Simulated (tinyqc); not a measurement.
Strain: hole subbands of a hard-walled well, four-band Luttinger model.

Hole energies are counted downwards from the unstrained band edge, c = hbar^2/2m0. After the usual block transformation one block is H = [[P + Q - Zs, R - i S], [R + i S, P - Q + Zs]] in (heavy, light), with P +/- Q = c [(g1 +/- g2) k^2 + (g1 -/+ 2 g2) kz^2], R = sqrt(3) c gR k^2, S = 2 sqrt(3) c g3 k kz, kz = -i d/dz; axial approximation gR = (g2 + g3)/2. Zs = b (e_par - e_perp) is the shear part of the strain (the hydrostatic part shifts all levels alike and is left out). Basis sqrt(2/L) sin(n pi z/L), n = 1 to N, for each component: kz^2 gives (n pi/L)^2 and the heavy-light block is R delta_nm - 2 sqrt(3) c g3 k D_nm with D_nm = 4 n m/(L (n^2 - m^2)) for n + m odd, 0 otherwise. The other block has the same levels. The split-off band is left out.

Constants: hbar^2/2m0 = 3.80998211 eV angstrom^2.

Parameters, chosen for this exercise (near those of GaSb; the results hold for these values, not for the real material): g1 = 13.36 (Luttinger gamma1); g2 = 4.68 (gamma2); g3 = 6 (gamma3); L = 55 angstrom (well width along [001]); Zlist = (-0.2386, -0.1592, -0.0775, -0.0389, 0, 0.0635, 0.2591) eV (shear strain energies (negative: tension in the plane, for b < 0)).

N = 20. dE is the rise of the top subband from k = 0 to k1 = pi/(4L), m1 = c k1^2/dE (dash if dE is not positive), and the heavy weight is taken at k = pi/L.

Top subband:
```
Zs (eV)  HH1 (meV)  LH1 (meV)  dE (meV)  heavy weight  m1 (m0)
-0.2386      288.3       43.8    -1.492         0.173        -
-0.1592      208.9      123.2    -6.414         0.263        -
-0.0775      127.2      204.9     9.622         0.405    0.081
-0.0389       88.6      243.5    10.420         0.489    0.075
0.0000        49.7      282.4    10.790         0.579    0.072
0.0635       -13.8      345.9    11.189         0.720    0.069
0.2591      -209.4      541.5    11.911         0.928    0.065
```

What does the comparison show?

HH1 and LH1 cross at Zs = -2 c g2 (pi/L)^2 = -0.1164 eV; for more negative Zs the light hole is on top. Among the rows with HH1 on top, m1 goes from 0.081 to 0.065 m0 as the splitting widens from 78 to 751 meV, against the unmixed 1/(g1 + g2) = 0.055: compression lightens the holes here. A dash marks a top subband whose hole energy at k1 lies below that at k = 0: an electron-like (negative) mass. m1 describes the neighbourhood of k = 0 only; where HH1 and LH1 lie close, the band may peak further out.

Program tinyqc; command `OMP_NUM_THREADS=1 python tinyqc.py 1250710 1250711 out.jsonl`; about 0.2 s on one thread of a shared Intel(R) Xeon(R) Processor @ 2.30GHz.
